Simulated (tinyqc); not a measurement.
What moves the order: mean-field antiferromagnet of the Hubbard model on the simple cubic lattice.

e(k) = -2 t (cx + cy + cz) - 4 t2 (cx cy + cy cz + cz cx), ci = cos ki; one electron a site; Q = (pi, pi, pi). <n_up - n_dn> = m cos(Q.R) gives Delta = U m/2 and bands E = e+ -/+ sqrt(e-^2 + Delta^2), e+- = (e(k) +- e(k + Q))/2 (the constant U/2 is dropped). Means run over the mesh k_i = 2 pi (j + 1/2)/N of the whole zone: mu from mean(f(E-) + f(E+)) = 1; m(out) = mean of Delta (f(E-) - f(E+))/sqrt(e-^2 + Delta^2); free energy per site F = -kT mean[ln(1 + exp(-(E- - mu)/kT)) + ln(1 + exp(-(E+ - mu)/kT))] + mu + U m^2/4.

Constants: kB = 8.617333262e-05 eV/K.

Parameters, chosen for this exercise:

| symbol | value | unit | meaning |
|---|---|---|---|
| t | 0.59 | eV | nearest hopping |
| t2 | 0 | eV | second hopping |
| U | 5.21 | eV | on-site repulsion |
| T | 100 | K |  |

Mesh N = 16, start m = 0.9; the gap (negative: overlap) is read for that Delta on the unshifted mesh N = 24.

Results for these values:

| case | m | Delta (eV) | gap (eV) |
|---|---|---|---|
| base | 0.8743 | 2.2775 | 4.5550 |

What happens to each result for t = 0.649 eV, all else kept?

Answer: m falls from 0.8743 to 0.8527; Delta falls from 2.2775 to 2.2212; gap falls from 4.5550 to 4.4425.

The same for each parameter in turn:

| case | m | Delta (eV) | gap (eV) |
|---|---|---|---|
| base | 0.8743 | 2.2775 | 4.5550 |
| U = 5.731 eV | 0.8931 | 2.5592 | 5.1184 |
| t = 0.649 eV | 0.8527 | 2.2212 | 4.4425 |
| t2 = -0.029 eV | 0.8743 | 2.2775 | 4.4390 |
| T = 700 K | 0.8743 | 2.2775 | 4.5550 |

tinyqc: `OMP_NUM_THREADS=1 python tinyqc.py 1682201 1682202 out.jsonl`; about 0.09 s, one thread, shared Intel(R) Xeon(R) Processor @ 2.30GHz.
